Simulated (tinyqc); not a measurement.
CMOS latch-up, two-transistor model: effect of the substrate resistance shunting the npn.

A parasitic pnp (emitter at Vdd, base shunted by Rw) and npn (emitter at ground, base shunted by Rs) feed each other: the npn collector current flows out of the pnp base node, the pnp collector current into the npn base node. Forward-active transistors with constant gains: Icn = Isn exp(Vn/Vt), Icp = Isp (exp(Vp/Vt) - 1). A current Ii is injected into the npn base node.

Node equations: Vp/Rw + Icp/bp = Icn and Vn/Rs + Icn/bn = Icp + Ii. Loop gain G = gn gp/[(1/Rw + gp/bp)(1/Rs + gn/bn)], gn = Icn/Vt, gp = (Icp + Isp)/Vt; the off state ends where G = 1, and Ii there is the trigger current. On state with both base-emitter voltages at Von: npn base current Ib = (Von/Rs + bp Von/Rw)/(bn bp - 1), holding current Ih = (bn + 1) Ib + Von/Rs, holding voltage Vh = Vsat + Von + R2 (Ib + Von/Rs).

Parameters, values chosen for the exercise; values close to those of bulk CMOS:
- T = 293 K (temperature)
- bn = 6.6 (current gain of the npn)
- bp = 1.7 (current gain of the pnp)
- Isn = 8.9e-16 A (saturation current of the npn at T)
- Isp = 3.6e-16 A (saturation current of the pnp at T)
- Rw = 340 ohm (well resistance shunting the pnp)
- R2 = 26 ohm (resistance from the pnp collector to the npn base)
- Von = 0.77 V (base-emitter voltage in the on state)
- Vsat = 0.06 V (saturation voltage)
- Vdd = 3.3 V (supply voltage)

Constants: q = 1.602176634e-19 C, kB = 1.380649e-23 J/K, Vt = kB T/q. Results are converted to the units shown.

Results:
```
Rs (ohm),Vn at trigger (V),trigger current (mA),Ih (mA),Vh (V)
38,0.7173,19.12,38.19,1.418
73,0.7166,10.07,21.25,1.141
140,0.7162,5.375,12.45,0.9968
270,0.7159,2.913,7.836,0.9212
1000,0.7157,0.9773,4.206,0.8618
2000,0.7156,0.6195,3.534,0.8508
3800,0.7156,0.4500,3.216,0.8456
```

Estimate the missing row, Rs = 530 ohm.

Computed row:
```
Rs (ohm),Vn at trigger (V),trigger current (mA),Ih (mA),Vh (V)
530,0.7158,1.612,5.396,0.8813
```

With this row back in the table: As Rs goes from 38 to 3800 ohm, the trigger current falls from 19.1 to 0.450 mA, Ih falls from 38.2 to 3.22 mA and Vh falls from 1.42 to 0.846 V. Vh exceeds the supply Vdd = 3.3 V, which then cannot sustain a latched state, in 0 of the 8 rows. The trigger current goes as Rs^(-0.81): most of it flows through the shunt.

Computed by the program tinyqc: `OMP_NUM_THREADS=1 python tinyqc.py 2670057 2670058 out.jsonl`, one thread of a shared Intel Xeon 2.30GHz, about 0.04 s for the whole run.
